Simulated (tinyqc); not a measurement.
Bethe-Salpeter matrix of a two-band chain (Tamm-Dancoff form), step by step. Values are carried at full precision from step to step, so a last printed digit may differ when a step is redone from the rounded ones.

One valence and one conduction band, lattice period 1, mesh k = 2 pi j/N. Pair energies D(k) = Eg + 2 t sum(1 - cos k), t = tc + tv. Screened attraction W(R) = U at R = 0 and V/|R| otherwise, R over the N cells with the nearest image; W(q) = sum_R W(R) cos(q R). H(k, k') = D(k) delta - W(k - k')/Nk + 2 J/Nk for singlets (J = 0 for triplets), Nk the number of k points. With a constant transition dipole the strength of a state is f = (sum_k A_k)^2/Nk, and the f sum to 1.

Values chosen for the exercise: Eg = 3.5 eV (quasiparticle gap); tc = 0.67 eV (conduction hopping); tv = 0.19 eV (valence hopping); U = 1.56 eV (attraction in the same cell); V = 0.6 eV (attraction at one cell distance); J = 0.18 eV (exchange in the same cell); N = 5 (k points along each axis).

## Pair energies and the kernel

List D(k), W(R) and W(q) on the mesh.

Mesh values (eV):

| index j | D(k_j) | W(R = j) | W(q_j) |
|---|---|---|---|
| j0 | 3.5000 | 1.5600 | 3.3600 |
| j1 | 4.6885 | 0.6000 | 1.4454 |
| j2 | 6.6115 | 0.3000 | 0.7746 |
| j3 | 6.6115 | 0.3000 | 0.7746 |
| j4 | 4.6885 | 0.6000 | 1.4454 |

## The singlet matrix

Fill in H.

H (eV), lower triangle:
```
         j0       j1       j2       j3      j4
j0   2.9000
j1  -0.2171   4.0885
j2  -0.0829  -0.2171   6.0115
j3  -0.0829  -0.0829  -0.2171   6.0115
j4  -0.2171  -0.0829  -0.0829  -0.2171  4.0885
```

## Exciton levels and strengths

Diagonalise. For the lowest state give the amplitudes A_k (norm 1, largest positive) and f = (sum_k A_k)^2/Nk, Nk the size of the matrix.

levels (eV): 2.8083  4.0468  4.1627  5.8449  6.2373

amplitudes of the lowest state: j0 0.963, j1 0.186, j2 0.045, j3 0.045, j4 0.186

f of the lowest state = 0.406

The lowest state lies 0.6917 eV below the gap Eg = 3.5 eV and holds 41 % of the strength, against 20 % for one free pair. On a fine mesh the triplet and singlet bindings are 0.8079 and 0.6266 eV.

## Spectrum with and without the kernel

Distinct levels with their degeneracy and summed f, for singlets, beside the sorted triplet levels and free pairs.

Singlets:

| E (eV) | degeneracy | f |
|---|---|---|
| 2.8083 | 1 | 0.4063 |
| 4.0468 | 1 | 0.3287 |
| 4.1627 | 1 | 0.0000 |
| 5.8449 | 1 | 0.2650 |
| 6.2373 | 1 | 0.0000 |

triplet levels (eV): 2.6432  3.9371  4.1627  5.7596  6.2373

free pairs (eV): 3.5000  4.6885  4.6885  6.6115  6.6115

2 of the 5 singlets are dark; those whose amplitude vanishes at R = 0 also feel neither U nor J. The lowest singlet lies 0.1651 eV above the lowest triplet; first order gives 2 J f = 0.1840 eV with the f of the triplet envelope. The centre of the spectrum, sum f E = 4.0200 eV, equals mean D - U + 2J = 4.0200 eV.

## Checks

- Levels from the matrix in the electron-hole distance R against those in k: they agree to 1e-10 or better.

Computed by tinyqc, a small Python program: `OMP_NUM_THREADS=1 python tinyqc.py 1251993 1251994 out.jsonl` (the numbers bound the seed that draws the inputs); one thread of a shared host (Intel(R) Xeon(R) Processor @ 2.30GHz), about 0.2 s for the whole set of steps.
